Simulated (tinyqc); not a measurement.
MOS structure on a p-type body with a doping step (retrograde), non-linear Poisson equation by Newton steps: two steps of the calculation.

One dimension, insulator interface at x = 0, acceptor density N1 for x < x1 and Na beyond, net doping C = -(acceptor density). psi is counted from the intrinsic level: n = ni exp((psi - Vb)/Vt), p = ni exp(-psi/Vt); deep in the body psi_b = -Vt ln(Na/ni). The gate acts through Cox = eps0 eox/tox and has the potential psi_G = Vg - (phiM - chi - Vt ln(Nc/ni)). Boltzmann statistics, full ionisation, classical densities, no oxide or interface charge. Acceptors in real wide-gap material are deep and only partly ionised in the neutral body.

Values chosen for this exercise; band and dielectric values those of a made-up semiconductor: temperature T = 300 K; band gap Eg = 4.09 eV; conduction-band density of states at T Nc = 2.08e19 cm^-3; valence-band density of states at T Nv = 3.18e19 cm^-3; electron affinity chi = 4.14 eV; relative permittivity of the gate insulator (close to silicon dioxide) eox = 3.9; insulator thickness tox = 2.9 nm; gate work function phiM = 4.66 eV; electron quasi-Fermi potential against the body Vb = 0 V; gate voltage against the body Vg = 1.51 V.

Constants: q = 1.602176634e-19 C, kB = 1.380649e-23 J/K, Vt = kB T/q, eps0 = 8.8541878128e-14 F/cm where lengths are in cm. Results are converted to the units shown.

Task 1. Densities, residual and Jacobian diagonal. n_i = ni exp((psi_i - Vb)/Vt), p_i = ni exp(-psi_i/Vt), rho_i = p_i - n_i + C_i, g_i = (n_i + p_i)/Vt. Box widths w_i = (h_(i-1) + h_i)/2 in cm. Residual F_i = a_i (psi_(i+1) - psi_i) - a_(i-1) (psi_i - psi_(i-1)) + q rho_i w_i; Jacobian: a_(i-1) and a_i beside the diagonal, b_i = -a_(i-1) - a_i - q g_i w_i on it. Node 0 is free: w_0 = h_0/2, F_0 = a_0 (psi_1 - psi_0) + Cox (psi_G - psi_0) + q rho_0 w_0, b_0 = -a_0 - Cox - q g_0 w_0, with Cox = eps0 eox/tox, psi_G = Vg - (phiM - chi - Vt ln(Nc/ni)). The last node is fixed.

```
node	x (nm)	psi after iteration 1 (V)	net doping C (cm^-3)
0	0	3.0115935	-1.4e15
1	0.5	3.0087876	-1.4e15
2	1.29	3.0043544	-1.4e15
3	2.55	2.9972836	-1.4e15
4	4.56	2.9860040	-1.4e15
5	7.73	2.9682148	-1.4e15
6	12.8	2.9397634	-1.4e15
7	20.8	2.8948696	-1.4e15
8	33.5	2.8236006	-1.4e15
9	53.7	2.7102437	-1.4e15
10	85.7	2.5306685	-1.4e15
11	137	2.2427869	-1.4e15
12	217	1.7307747	-2.9e16
13	346	0.9704827	-2.9e16
14	549	-0.1772867	-2.9e16
15	873	-1.8695252	-2.9e16
```

coupling a_i, interval 0 to 14 (F/cm^2): 1.6273997e-5  1.0299998e-5  6.4579354e-6  4.0482580e-6  2.5668765e-6  1.6049307e-6  1.0171248e-6  6.4070855e-7  4.0282171e-7  2.5428121e-7  1.5861596e-7  1.0171248e-7  6.3077509e-8  4.0083737e-8  2.5114193e-8
ni = 1.1369916e-15 cm^-3

Find: n; p; residual F; diagonal b.

Result 1.

```
node	n (cm^-3)	p (cm^-3)
0	4.449e35	2.905e-66
1	3.992e35	3.239e-66
2	3.363e35	3.844e-66
3	2.558e35	5.054e-66
4	1.654e35	7.818e-66
5	8.309e34	1.556e-65
6	2.764e34	4.676e-65
7	4.869e33	2.655e-64
8	3.091e32	4.182e-63
9	3.853e30	3.355e-61
10	3.708e27	3.487e-58
11	5.407e22	2.391e-53
12	1.354e14	9.550e-45
13	22.86	5.654e-32
14	1.195e-18	1.082e-12
15	4.458e-47	2.900e16
```

```
node	residual F (1e9 C/cm^2)	diagonal b (F/cm^2)
0	-1.782	-6.894e10
1	-4.125	-1.596e11
2	-5.522	-2.136e11
3	-6.701	-2.592e11
4	-6.862	-2.654e11
5	-5.485	-2.122e11
6	-2.894	-1.120e11
7	-0.807	-3.123e10
8	-0.081	-3.152e9
9	-0.002	-6.233e7
10	0.000	-9.571e4
11	0.000	-2.200
12	0.000	-1.736e-7
13	0.000	-1.032e-7
14	0.000	-6.520e-8
```

Task 2. Converged densities and sheet charges. n and p as above; box widths w_i (half boxes at both ends); band bending psi_0 - psi_b; N_inv = sum w n; N_dep = -sum w (p + C); centroid sum w n x/N_inv; gate charge Cox (psi_G - psi_0)/q.

```
node	x (nm)	converged psi (V)	net doping C (cm^-3)
0	0	2.0857348	-1.4e15
1	0.5	2.0472804	-1.4e15
2	1.29	2.0147070	-1.4e15
3	2.55	1.9830201	-1.4e15
4	4.56	1.9476162	-1.4e15
5	7.73	1.9014162	-1.4e15
6	12.8	1.8316782	-1.4e15
7	20.8	1.7224727	-1.4e15
8	33.5	1.5494968	-1.4e15
9	53.7	1.2752857	-1.4e15
10	85.7	0.8431943	-1.4e15
11	137	0.1563876	-1.4e15
12	217	-0.9001783	-2.9e16
13	346	-1.8341400	-2.9e16
14	549	-1.8692281	-2.9e16
15	873	-1.8695252	-2.9e16
```

ni = 1.1369916e-15 cm^-3

Give: n; p; band bending; N_inv; N_dep; centroid of the electrons; gate charge over q.

Result 2.

```
node	n (cm^-3)	p (cm^-3)
0	1.24e20	1.04e-50
1	2.81e19	4.60e-50
2	7.97e18	1.62e-49
3	2.34e18	5.53e-49
4	5.95e17	2.17e-48
5	9.96e16	1.30e-47
6	6.71e15	1.93e-46
7	9.82e13	1.32e-44
8	1.22e11	1.06e-41
9	3.02e6	4.28e-37
10	0.166	7.78e-30
11	4.82e-13	2.68e-18
12	8.58e-31	1.51
13	1.75e-46	7.38e15
14	4.51e-47	2.87e16
15	4.46e-47	2.90e16
```

band bending = 3.96 V
N_inv = 6.32e12 cm^-2
N_dep = 6.95e11 cm^-2
centroid of the electrons = 0.635 nm
gate charge over q = 7.01e12 cm^-2

N_inv + N_dep is within 0.01 % of the gate charge.

Numbers from tinyqc (`OMP_NUM_THREADS=1 python tinyqc.py 2080110 2080111 out.jsonl`; about 0.7 s on one thread of a shared Intel Xeon 2.30GHz).
